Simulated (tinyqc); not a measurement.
Rutherford backscattering from a thin compound film on silicon: kinematics, yields, composition and thickness: one step, computed by the program tinyqc.

Singly charged helium ions (Z1 = 2, M1 = 4.0026 u) enter at the tilt angle a1 to the normal and leave at a2 = |180 - theta - tilt| in the same plane. The film is A B_x.

Task: Yields. Rutherford cross section in the laboratory frame: sigma = (Z1 Z e^2/(4 pi eps_0 4E))^2 (4/sin^4 theta) (r + cos theta)^2/r, r = sqrt(1 - (M1 sin theta/M)^2), times the screening factor 1 - 0.049 Z1 Z^(4/3)/E (E in keV); 1 angstrom^2 = 1e8 barn. Counts = (charge/e) x solid angle x sigma(E_mean) x areal density of the element/cos a1, E_mean = E0 - half the energy lost on the way in; 1 barn = 1e-24 cm^2. The ratio of areas returns x = (Y_B/Y_A)(sigma_A/sigma_B), with the counting error sqrt(1/Y_A + 1/Y_B).

Inputs (values chosen for the exercise, modelled on a helium beam on NiSi):
```
quantity                     value          unit
beam energy E0                 1.6           MeV
scattering angle theta         170       degrees
tilt of the sample               0       degrees
heavy element: Z_A              28             -
heavy element: mass M_A       58.7             u
light element: Z_B              14             -
light element: mass M_B      28.09             u
atoms of B per atom of A, x  0.934             -
collected charge                29  microcoulomb
detector solid angle           4.9           msr
```

energy lost on the way in = 18.45250 keV

areal density N d = 285.95 1e15 atoms/cm^2

Constants: e^2/(4 pi eps_0) = 14.39964548 eV angstrom; e = 1.602176634e-19 C.

Give: cross sections; counts; ratio of areas Y_B/Y_A; counting error of x without background.

Result:

cross sections (barn/sr): A 1.607, B 0.391

counts: A 2.108e+05, B 4.785e+04

ratio of areas Y_B/Y_A = 0.2270

counting error of x without background = 0.5064 %

The cross sections differ by 4.1, near (Z_A/Z_B)^2 = 4.0. The silicon signal of the film runs into that of the substrate and appears as a step, not a peak. Caution: the silicon signal of the film merges with that of the substrate, so only the width of A can be read directly. Caution: film and substrate silicon overlap, so Y_B must be separated by a fit.
